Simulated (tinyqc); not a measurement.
Bottom-up copper filling of a trench by curvature-enhanced accelerator coverage: one step, computed by the program tinyqc.

A rectangular trench keeps vertical walls and a flat floor. An accelerator floats on the surface; where area is lost in the corners it is passed on to the floor.

Problem. Velocities. Kinetic current i_k = [i_0 (1 - theta) + i_1 theta] exp(alpha eta/(k_B T)), limit i_L = 2 F D C/delta, i = 1/(1/i_k + 1/i_L); velocity v = i Omega/(2F), Omega = 7.11 cm^3/mol, F = e N_A. Depletion inside the trench is ignored.

Inputs (values chosen for the exercise, close to those used for damascene copper plating):
```
quantity                                           value     unit
exchange current of the suppressed surface i_0     0.032  mA/cm^2
exchange current of the accelerated surface i_1      1.5  mA/cm^2
transfer coefficient alpha                          0.35        -
overpotential eta                                   0.12        V
starting coverage theta_0                           0.01        -
cupric ion concentration C                          0.56    mol/l
diffusivity D                                    4.3e-06   cm^2/s
boundary layer delta                                  52       um
temperature T                                        298        K
```

Constants: e = 1.602176634e-19 C; N_A = 6.02214076e+23 1/mol; k_B = 8.617333262e-05 eV/K.

Give: limiting current i_L; velocity at theta = 0; velocity at theta_0; velocity at theta = 1; ratio v(1)/v(theta_0).

Solution.

limiting current i_L = 89.36 mA/cm^2

velocity at theta = 0 = 0.06040 nm/s

velocity at theta_0 = 0.08803 nm/s

velocity at theta = 1 = 2.611 nm/s

ratio v(1)/v(theta_0) = 29.66
